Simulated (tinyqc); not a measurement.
UKS/PBE in the sto-6g basis, for H4, spin multiplicity 3, step by step. This run ends on a higher stationary point, not on the lowest solution. One step of it, computed by the program tinyqc.

Question. Iteration 16 (converged): orbitals. Diagonalise F' = X^T F X, C = X C', fill 3 alpha and 1 beta electrons from the bottom; D(s) = C_occ C_occ^T. Each column has its largest component positive (the first on a tie).

converged F(alpha) (hartree):
```
           1H 1s      2H 1s      3H 1s      4H 1s
1H 1s  -0.201548  -0.113342  -0.007236  -0.000280
2H 1s  -0.113342  -0.140235  -0.095519  -0.007220
3H 1s  -0.007236  -0.095519  -0.139391  -0.113086
4H 1s  -0.000280  -0.007220  -0.113086  -0.201289
```

converged F(beta) (hartree):
```
           1H 1s      2H 1s      3H 1s      4H 1s
1H 1s   0.003125  -0.097194  -0.006841  -0.000272
2H 1s  -0.097194  -0.107884  -0.091861  -0.006830
3H 1s  -0.006841  -0.091861  -0.108524  -0.097129
4H 1s  -0.000272  -0.006830  -0.097129   0.002687
```

X:
```
               1          2          3         4
1H 1s  -0.453751   0.634208  -0.563094  0.341475
2H 1s   0.711170  -0.420495  -0.358765  0.514203
3H 1s  -0.710302  -0.421708   0.359608  0.513691
4H 1s   0.452472   0.634903   0.563723  0.340651
```

Give: F' = X^T F X; orbital energies; coefficients C; F' = X^T F X; orbital energies; coefficients C; D(alpha) after iteration 16; D(beta) after iteration 16.

Answer.

F' = X^T F X (alpha) (hartree):
```
         1        2        3        4
1   0.0092   0.0003  -0.0297  -0.0002
2   0.0003  -0.1172  -0.0001  -0.0294
3  -0.0297  -0.0001  -0.2249   0.0003
4  -0.0002  -0.0294   0.0003  -0.2557
```

orbital energies (alpha) (hartree): MO1 -0.2617, MO2 -0.2286, MO3 -0.1112, MO4 0.0129

coefficients C (alpha):
```
          MO1      MO2      MO3      MO4
1H 1s  0.4648  -0.6115   0.5549   0.3792
2H 1s  0.4223  -0.2655  -0.5164  -0.7484
3H 1s  0.4171   0.2711  -0.5138   0.7511
4H 1s  0.4566   0.6189   0.5527  -0.3804
```

F' = X^T F X (beta) (hartree):
```
         1        2        3        4
1   0.1011  -0.0003   0.0529   0.0001
2  -0.0003   0.0423   0.0000   0.0498
3   0.0529   0.0000  -0.0753  -0.0003
4   0.0001   0.0498  -0.0003  -0.1780
```

orbital energies (beta) (hartree): MO1 -0.1887, MO2 -0.0900, MO3 0.0530, MO4 0.1158

coefficients C (beta):
```
          MO1      MO2      MO3      MO4
1H 1s  0.1991   0.4225   0.6890  -0.5907
2H 1s  0.5895   0.5372  -0.3002   0.5912
3H 1s  0.5927  -0.5344  -0.3066  -0.5871
4H 1s  0.2004  -0.4217   0.6953   0.5833
```

D(alpha) after iteration 16:
```
         1H 1s    2H 1s    3H 1s    4H 1s
1H 1s   0.8980   0.0721  -0.2571   0.1405
2H 1s   0.0721   0.5155   0.3695  -0.2570
3H 1s  -0.2571   0.3695   0.5114   0.0743
4H 1s   0.1405  -0.2570   0.0743   0.8970
```

D(beta) after iteration 16:
```
        1H 1s   2H 1s   3H 1s   4H 1s
1H 1s  0.0396  0.1174  0.1180  0.0399
2H 1s  0.1174  0.3475  0.3494  0.1182
3H 1s  0.1180  0.3494  0.3513  0.1188
4H 1s  0.0399  0.1182  0.1188  0.0402
```
